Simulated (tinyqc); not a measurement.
Inversion layer as a triangular well, valleys of the Ge type: one step. Subband ladders. Two cases, with inputs chosen for the exercise.

Question. The ten lowest levels of all groups of valleys together, j = 0, 1, ..., c = hbar^2/2m0; primes mark the groups with lighter m_z.

Level j of a valley lies at E_j = a_j (c (e F)^2/m_z)^(1/3) above the band edge at the surface, with the Airy zeros a_j = 2.338107, 4.087949, 5.520560, 6.786708, 7.944134, 9.022651, 10.040174, 11.008524, 11.936016, 12.828777, and has <z> = 2 E_j/(3 e F).

Constants: hbar^2/2m0 = 3.80998211 eV angstrom^2.

Give: Subbands.

Case 1.

Valleys (masses in m0):
```
valleys g  cos^2(theta)       m_z       m_1       m_2       m_d
4              0.333333  0.119887  0.082000  1.080000  0.297590
```

e F = 0.0051749761 eV/angstrom

Answer.

Subbands:
```
label  valleys g  m_d (m0)  E (eV)  <z> (angstrom)
0              4    0.2976  0.2216           28.54
1              4    0.2976  0.3874           49.91
2              4    0.2976  0.5232           67.40
3              4    0.2976  0.6432           82.85
4              4    0.2976  0.7528           96.98
5              4    0.2976  0.8550          110.15
6              4    0.2976  0.9515          122.57
7              4    0.2976  1.0432          134.40
8              4    0.2976  1.1311          145.72
9              4    0.2976  1.2157          156.62
```

The second subband is 1, 165.8 meV above the first. Levels above about 0.5 eV lie beyond parabolic valleys.

Case 2.

Valleys (masses in m0):
```
valleys g  cos^2(theta)       m_z       m_1       m_2       m_d
2              0.666667  0.227753  0.084000  0.582000  0.221106
2              0.000000  0.084000  0.084000  1.578000  0.364077
```

e F = 0.0028483072 eV/angstrom

Answer.

Subbands:
```
label  valleys g  m_d (m0)  E (eV)  <z> (angstrom)
0              2    0.2211  0.1202           28.12
0'             2    0.3641  0.1675           39.22
1              2    0.2211  0.2101           49.17
2              2    0.2211  0.2837           66.40
1'             2    0.3641  0.2929           68.56
3              2    0.2211  0.3488           81.63
2'             2    0.3641  0.3956           92.59
4              2    0.2211  0.4082           95.55
5              2    0.2211  0.4637          108.53
3'             2    0.3641  0.4863          113.83
```

The second subband is 0', 47.4 meV above the first.

Computed by tinyqc, one run a case: `OMP_NUM_THREADS=1 python tinyqc.py N N+1 out.jsonl` with N = 1282635, 1282699; one thread of a shared Intel(R) Xeon(R) Processor @ 2.30GHz, about 0.03 s a run at most.
